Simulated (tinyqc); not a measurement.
Inside a calculation: strained quantum well: band edges, subbands and transparency. Values are carried at full precision from step to step, so a last printed digit may differ when a step is redone from the rounded ones.

Growth on (001), barriers unstrained: tr(e) = e (2 - nu2), Z = b e (1 + nu2); Ec = Ev + Eg + ac tr(e), E_HH = Ev + av tr(e) + Z, E_LH = Ev + av tr(e) - Z (coupling to the split-off band left out).

Constants: hbar^2/2m0 = 3.80998211 eV angstrom^2; hc = 1239.841984 eV nm; kB = 8.617333262e-05 eV/K.

Values chosen for the exercise (near those of an InGaAs/InP well; shifted at random, so the results belong to these values and not to a real crystal):
- e = -0.0092 (strain in the plane)
- nu2 = 1.02 (2 C12/C11)
- Eg = 0.583 eV (unstrained gap of the well)
- Ev = -0.575 eV (its valence edge)
- ac = -5.77 eV
- av = 1.05 eV (Ev moves by av tr(e))
- b = -1.87 eV (shear potential)
- Egb = 1.345 eV (gap of the barrier)
- Evb = -0.94 eV (its valence edge)
- L = 96 angstrom (well width)
- me = 0.0375 m0 (electron mass)
- g1 = 15.7 (gamma1)
- g2 = 6.37 (gamma2)
- meb = 0.08 m0
- g1b = 5.08
- g2b = 1.6
- T = 250 K (temperature)
- Br = 1 x 1e-4 cm^2/s (two-dimensional radiative coefficient)

## Strained band edges and offsets

Give tr(e), Z, the edges Ec, E_HH, E_LH and the well depths against the barrier.

tr(e) = -0.00902
Z = 0.0348 eV

Ec, E_HH, E_LH (eV): [0.0600, -0.5497, -0.6192]

depths for e, HH, LH (eV): [0.3450, 0.3903, 0.3208]

The well is under compression, which puts HH on top, by 70 meV; the gap becomes 0.6097 eV, +27 meV from the unstrained one.

## Subband edges

Masses along z: me, 1/(g1 - 2 g2) for HH, 1/(g1 + 2 g2) for LH, likewise in the barrier; in the plane me, 1/(g1 + g2) for HH and 1/(g1 - g2) for LH (no mixing, which understates the hole masses away from k = 0). Level n solves k L + 2 atan[(k/m)/(kappa/mb)] = n pi, k = sqrt(m E/c), kappa = sqrt(mb (V - E)/c), c = hbar^2/2m0.

Up to three electron, four HH and two LH levels, on the common energy scale, with their masses in the plane.

Subbands:
```
level   E (eV)  m in the plane
e1      0.1078          0.0375
e2      0.2561          0.0375
hh1    -0.5590          0.0453
hh2    -0.5869          0.0453
hh3    -0.6333          0.0453
lh1    -0.6613          0.1072
hh4    -0.6981          0.0453
lh2    -0.8069          0.1072
```

lowest transition = 0.6668 eV
wavelength hc/E = 1859.4 nm

The top hole level is hh1, so the edge is mainly TE polarised; hh2 lies 28 meV lower.

## Transparency density

Transparency (Bernard-Duraffourg): Fc - Fv equals the lowest transition energy with n = p, n = sum m/(2 pi c) kB T ln(1 + exp((Fc - E)/kB T)) and p likewise over the listed subbands; c = hbar^2/2m0, 1/angstrom^2 = 1e16/cm^2.

Solve for u = (Fc - e1)/kB T; give n_tr, the share of holes in the top subband and the current e Br n_tr^2 (e = 1.602177e-19 C).

u = 0.364
n_tr = 0.301 x 1e12/cm^2
share = 0.714
current density = 1.5 A/cm^2

For mirror-image bands u = 0 and n_tr = me kB T ln2/(2 pi c) = 0.234 x 1e12/cm^2; the heavier or more numerous hole states raise it by a factor 1.29.

## Checks

- Transparency for equal single subbands against m kB T ln2/(2 pi c): both 0.3743.

(tinyqc, `OMP_NUM_THREADS=1 python tinyqc.py 1280789 1280790 out.jsonl`, Intel(R) Xeon(R) Processor @ 2.30GHz, 1 thread, shared host, about 0.01 s.)
